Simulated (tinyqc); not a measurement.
Capacitance measurement on a leaky thin oxide: effects of series resistance and leakage: two steps of the calculation.

The device is a capacitance C in parallel with a leakage conductance G, in series with Rs and Ls. An impedance meter reports either a parallel pair (Cp, Gp) from Y = 1/Z = Gp + i w Cp or a series pair (Cs, Rm) from Z = Rm + 1/(i w Cs); w = 2 pi f, dissipation D = Gp/(w |Cp|).

Values chosen for this exercise; values of the order met in thin-oxide MOS capacitors:
```
symbol  value    unit                                                                 meaning
eox       3.9          relative permittivity of the gate insulator (close to silicon dioxide)
tox         2      nm                                                     insulator thickness
A        2500    um^2                                                               gate area
zc       0.29      nm              oxide-equivalent thickness added by the accumulation layer
zp          0      nm                      oxide-equivalent thickness added by gate depletion
Jg         15  A/cm^2              gate leakage current density, not matched to the thickness
Vs       0.33       V                               voltage for an e-fold rise of the leakage
Rs        350     ohm                                                       series resistance
Ls         12      nH                                                       series inductance
f         1e6      Hz                                                     measuring frequency
```

Constants: eps0 = 8.8541878128e-14 F/cm where lengths are in cm. Results are converted to the units shown.

Question 1. True capacitance and conductance. EOT = 3.9 tox/eox; CET = EOT + zc + zp; C = 3.9 eps0 A/CET; G = Jg A/Vs.

Give: EOT; CET; C; G.

Answer 1.

EOT = 2.0000 nm
CET = 2.2900 nm
C = 37.698 pF
G = 1136.4 uS

Question 2. What the meter reports. Z = Rs + i w Ls + 1/(G + i w C).

C = 37.697961 pF
G = 1136.3636 uS

Find: Z; Cp; Gp; Cs; D.

Answer 2.

Z = 1193.4-175.7i ohm
Cp = 19.221 pF
Gp = 820.19 uS
Cs = 905.76 pF
D = 6.7915

Cp is 49 % below C and Cs is 24.0 times it; G Rs = 0.398, w C Rs = 0.0829 and G/(w C) = 4.80.

Program tinyqc, `OMP_NUM_THREADS=1 python tinyqc.py 2022002 2022003 out.jsonl`; Intel Xeon 2.30GHz, shared host, one thread, about 0.01 s.
